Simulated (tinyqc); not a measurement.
Plane-wave Kohn-Sham cycle with exchange-only LDA in a layered model solid, step by step. One step of it, computed by the program tinyqc.

Question. Iteration 2: potential. V_H(G) = 4 pi rho(G)/G^2 for G != 0 (uniform background); v_x = -(3 rho/pi)^(1/3); V = V_ext + V_H + v_x; Fourier components f(G_m) = (1/N) sum_j f(x_j) exp(-i G_m x_j).

A solid whose potential varies along x alone (atomic units):
```
parameter                      value
period a                    6.900000
cross-section of the cell  37.000000
electrons per cell                 2
grid points                       16
plane waves -n..n, n               3
k points                           3
V1 in V1 cos(2 pi x/a)     -0.610000
```

density after iteration 1 (e/bohr^3): [0.02078567, 0.01860309, 0.01348402, 0.00823823, 0.00463565, 0.00277412, 0.00199542, 0.00172024, 0.00165551, 0.00172024, 0.00199542, 0.00277412, 0.00463565, 0.00823823, 0.01348402, 0.01860309]

Give: Potentials on the grid; V(G_m), m = 0, 1, 2, ....

Answer.

Potentials on the grid (hartree):
```
x         V_ext      V_H      v_x        V
0.0000  -0.6100   0.1478  -0.2708  -0.7330
0.4313  -0.5636   0.1331  -0.2609  -0.6914
0.8625  -0.4313   0.0938  -0.2344  -0.5719
1.2937  -0.2334   0.0414  -0.1989  -0.3910
1.7250        0  -0.0124  -0.1642  -0.1766
2.1562   0.2334  -0.0590  -0.1384   0.0361
2.5875   0.4313  -0.0940  -0.1240   0.2133
3.0187   0.5636  -0.1155  -0.1180   0.3301
3.4500   0.6100  -0.1227  -0.1165   0.3708
3.8813   0.5636  -0.1155  -0.1180   0.3301
4.3125   0.4313  -0.0940  -0.1240   0.2133
4.7438   0.2334  -0.0590  -0.1384   0.0361
5.1750        0  -0.0124  -0.1642  -0.1766
5.6063  -0.2334   0.0414  -0.1989  -0.3910
6.0375  -0.4313   0.0938  -0.2344  -0.5719
6.4688  -0.5636   0.1331  -0.2609  -0.6914
```

V(G_m), m = 0, 1, 2, ... (hartree): [-0.1790, -0.2768, -0.0011, 0.0009, 0.0001, 0.0000, 0.0000]
